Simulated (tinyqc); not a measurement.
Frequency dispersion of an accumulation capacitance by border traps, distributed model: two steps of the calculation.

Traps spread evenly through the insulator exchange electrons with the semiconductor by tunnelling, with tau(x) = t0 exp(2 ka x) at depth x from the interface. The admittance per area Y seen at depth x obeys dY/dx = -Y^2/(i w eps0 eox) + q Nb ln(1 + i w tau)/tau, with Y(0) = i w Cs and w = 2 pi f; the gate sees Y(tox) = G + i w C. Working variable y = Y/(i w), in uF/cm^2. Cox = eps0 eox/tox.

Parameters, values chosen for the exercise; permittivity close to that of zirconium oxide:
```
symbol,value,unit,meaning
eox,22.6,,relative permittivity of the insulator
tox,8.4,nm,insulator thickness
Cs,0.91,uF/cm^2,semiconductor capacitance in accumulation
Nb,1.9e19,cm^-3 eV^-1,density of border traps
ka,5.8,1/nm,decay constant of the wave function in the insulator
t0,4e-10,s,time constant of a trap at the interface
f,1e6,Hz,frequency
xe,0.95,nm,depth down to which the steps are taken
```

Constants: q = 1.602176634e-19 C, eps0 = 8.8541878128e-14 F/cm where lengths are in cm. Results are converted to the units shown.

Problem 1. Scales and lumped estimate. Cox; trap-free value 1/(1/Cox + 1/Cs); response depth d = ln(1/(w t0))/(2 ka), where w tau = 1; lumped estimate: all traps within d act as C_bt = q Nb d placed at d/2, so C = 1/{1/[1/(1/Cs + d/(2 eps0 eox)) + C_bt] + (tox - d/2)/(eps0 eox)}.

Give: Cox; trap-free C; d; C_bt; lumped C.

Solution 1.

Cox = 2.382 uF/cm^2
trap-free C = 0.6585 uF/cm^2
d = 0.5160 nm
C_bt = 0.1571 uF/cm^2
lumped C = 0.7389 uF/cm^2

The traps within reach amount to 0.173 Cs and lie in the first 6.14 % of the insulator.

Problem 2. Capacitance and conductance at the gate. Beyond xe the traps are ignored, so 1/y(tox) = 1/y(xe) + (tox - xe)/(eps0 eox); C = Re y, G/w = -Im y, loss tangent G/(w C).

y at xe = 1.0444986-0.0387170i uF/cm^2

Give: y at the gate; C; G/w; loss tangent.

Solution 2.

y at the gate = 0.7523-0.0201i uF/cm^2
C = 0.7523 uF/cm^2
G/w = 0.02007 uF/cm^2
loss tangent = 0.02668

Computed by the program tinyqc: `OMP_NUM_THREADS=1 python tinyqc.py 2202082 2202083 out.jsonl`, one thread of a shared Intel Xeon 2.30GHz, about 0.5 s for the whole run.
